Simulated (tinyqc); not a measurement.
Orbital energy against energy difference: ionisation energy by orbital energies and by energy differences in the cc-pvdz basis, for BeH2, spin multiplicity 1. Computed by the program tinyqc with PySCF. The cation is unrestricted; errors are against CCSD(T) in this basis, not against experiment.

Geometry (angstrom):
```
atom       x        y       z
Be    0.0000   0.0000  0.0000
H     0.0000   1.2860  0.0290
H     0.0000  -1.2640  0.0290
```

CCSD(T) difference in the same basis = 12.1123 eV

IP-EOM-CCSD = 12.1440 eV

First vertical ionisation energy (eV):
```
method   -e(HOMO)  E(cation) - E  error of -e(HOMO)  error of the difference
HF        12.3519      11.468841             0.2396                  -0.6435
LDA        7.5125      11.759437            -4.5998                  -0.3529
PBE        7.5295      11.783852            -4.5829                  -0.3284
B3LYP      8.7250      12.029752            -3.3873                  -0.0825
PBE0       8.9058      11.962735            -3.2065                  -0.1496
LC-wPBE   11.8765      12.275412            -0.2358                   0.1631
```

Estimate the missing row, method = CAM-B3LYP.

Computed row:
```
method     -e(HOMO)  E(cation) - E  error of -e(HOMO)  error of the difference
CAM-B3LYP   10.4168      12.127383            -1.6955                   0.0151
```

Koopmans errs by +0.24 eV and Delta-HF by -0.64 eV: relaxation, 0.88 eV, lowers the value and the missing correlation difference works against it. The PBE level is off by -4.6 eV through the wrong tail of its potential, though its energy difference is off by -0.33 eV; exact exchange deepens the level, and among the orbital energies LC-wPBE comes closest; among the differences CAM-B3LYP does.
